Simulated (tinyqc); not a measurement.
Width of the well: finite square well with mass mismatch (envelope functions).

A square well of width L and depth V0, mass mw inside and mb outside, energies from the bottom of the well, c = hbar^2/2m0. k = sqrt(mw E/c), kappa = sqrt(mb (V0 - E)/c). psi and psi'/m are continuous at the walls (BenDaniel-Duke), so level n solves k L + 2 atan[(k/mw)/(kappa/mb)] = n pi.

Constants: hbar^2/2m0 = 3.80998211 eV angstrom^2.

Inputs chosen for the exercise (near those of a non-polar GaN well in AlN; the results hold for these values, not for the real material): V0 = 1.884 eV (barrier height); mw = 0.199 m0 (mass in the well); mb = 0.329 m0 (mass in the barrier); Ls = (8, 11, 16, 22, 31, 43, 60) angstrom (widths).

Levels against L, beside the infinite well E1(hard) = c (pi/L)^2/mw; Pb is the probability of level 1 in the barriers; a dash marks an unbound level.

Levels:

| L (angstrom) | bound levels | E1 (eV) | E2 (eV) | E1(hard) (eV) | Pb |
|---|---|---|---|---|---|
| 8 | 1 | 0.7237 | - | 2.9525 | 0.196 |
| 11 | 2 | 0.5156 | 1.8319 | 1.5617 | 0.117 |
| 16 | 2 | 0.3240 | 1.2746 | 0.7381 | 0.058 |
| 22 | 3 | 0.2077 | 0.8301 | 0.3904 | 0.030 |
| 31 | 4 | 0.1231 | 0.4933 | 0.1966 | 0.014 |
| 43 | 5 | 0.0721 | 0.2889 | 0.1022 | 0.006 |
| 60 | 6 | 0.0406 | 0.1627 | 0.0525 | 0.003 |

The infinite well overestimates E1 by a factor 4.08 at 8 angstrom and 1.29 at 60 angstrom. The local exponent d ln E1/d ln L goes from -1.06 (first two rows) to -1.72 (last two), towards the -2 of hard walls, as Pb falls from 0.196 to 0.003. E2 - E1 is largest at 11 angstrom of the widths listed. Non-parabolicity, which grows with the level, already counts at a few tenths of an eV, and levels above about 0.5 eV lie beyond a parabolic band.

Computed by tinyqc, a small Python program: `OMP_NUM_THREADS=1 python tinyqc.py 1250644 1250645 out.jsonl` (the numbers bound the seed that draws the inputs); one thread of a shared host (Intel(R) Xeon(R) Processor @ 2.30GHz), about 0.01 s for the whole set of steps.
